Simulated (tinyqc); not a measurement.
MOS capacitor with interface traps: C-V stretch-out, conductance peak and subthreshold swing: one step, computed by the program tinyqc.

Energies at the interface are counted from the valence band. psi > 0 means bending towards depletion, so the surface potential is +psi. Boltzmann statistics, full ionisation, no quantum confinement. Traps are neutral when filled up to E_n, with a sharp (zero-temperature) occupation.

Task: Substrate and insulator. N_c = 2 M_c (2 pi m_e k_B T/h^2)^(3/2) and N_v = 2 (2 pi m_h k_B T/h^2)^(3/2), masses in units of m_0. n_i = sqrt(N_c N_v) exp(-E_g/2 k_B T); E_F = k_B T ln(N_v/N); phi_B = (k_B T/e) ln(N/n_i); L_D = sqrt(eps_s eps_0 k_B T/(e^2 N)); C_ox = eps_ox eps_0/t_ox.

Inputs (values chosen for the exercise, modelled on silicon, with an insulator like HfO2):
```
quantity                     value   unit
gap E_g                        1.1     eV
electron mass m_e            0.319    m_0
valleys M_c                      6      -
hole mass m_h                0.796    m_0
dielectric constant eps_s     11.3      -
doping N                   4.5e+17  cm^-3
insulator constant eps_ox       21      -
insulator thickness t_ox        28     nm
temperature T                  200      K
```

Substrate: p-type. Trap spectrum: flat.

Constants: m_0 = 9.1093837015e-31 kg; k_B = 1.380649e-23 J/K; h = 6.62607015e-34 J s; k_B = 8.617333262e-05 eV/K; eps_0 = 8.8541878128e-12 F/m; e = 1.602176634e-19 C.

Give: k_B T; n_i; bulk E_F; phi_B; Debye length L_D; C_ox; effective density of states of the majority band.

Result:

k_B T = 0.017235 eV

n_i = 1.6544e+05 cm^-3

bulk E_F = 0.052923 eV

phi_B = 0.49346 V

Debye length L_D = 4.8905 nm

C_ox = 0.66406 microF/cm^2

effective density of states of the majority band = 9.7007e+18 cm^-3
